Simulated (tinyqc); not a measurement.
Debye-Callaway model of lattice thermal conductivity: one step, computed by the program tinyqc. Command: `OMP_NUM_THREADS=1 python tinyqc.py 3025807 3025808 out.jsonl callaway walk`. One thread of a shared host (Intel(R) Xeon(R) Processor @ 2.30GHz), about 0.01 s of CPU time with the checks.

Three acoustic branches with one velocity v, cut at omega_D = k_B Theta/hbar; x = hbar omega/(k_B T). v and Theta are separate inputs: Theta cuts off the heat-carrying modes, so C need not reach 3 k_B/V. gamma is an effective value that sets the umklapp rate.

Problem. Scattering rates at one frequency. Rates: point defects A omega^4; umklapp B omega^2 T exp(-Theta/(b T)) with B = hbar gamma^2/(M v^2 Theta); normal processes f_N B omega^2 T (T/Theta)^2. Boundaries: v/L. The resistive time is tau_R = 1/(boundary + point-defect + umklapp rates), and the free path is v tau_R.

Inputs (values chosen for the exercise, modelled on gallium nitride):

| quantity | value | unit |
|---|---|---|
| sound velocity v | 5100 | m/s |
| Debye temperature Theta | 652 | K |
| mean atomic mass M | 41.9 | u |
| effective Grueneisen parameter gamma | 1.71 | - |
| umklapp exponent divisor b | 3 | - |
| Casimir length L | 85 | micrometre |
| normal-process factor f_N | 2.2 | - |
| temperature T | 600 | K |
| probe frequency omega/omega_D | 0.64 | - |

Sample: crystal. Point defects: isotopes. Normal processes: included.

Rayleigh coefficient A = 1.641329e-45 s^3

Constants: k_B = 1.380649e-23 J/K; hbar = 1.054571817e-34 J s; u = 1.6605390666e-27 kg.

Give: omega; Rates; tau_R; free path.

Solution.

omega = 5.4630e+13 rad/s

Rates:

| process | rate (1/s) | rate x tau_R |
|---|---|---|
| boundaries | 6.00e+07 | 1.7623e-04 |
| point defects | 1.4620e+10 | 0.042940 |
| umklapp | 3.2578e+11 | 0.95688 |
| normal | 8.7190e+11 | 2.5609 |

tau_R = 2.9372e-12 s

free path = 14.980 nm

The strongest resistive process at this frequency: umklapp, 96 % of the resistive rate.
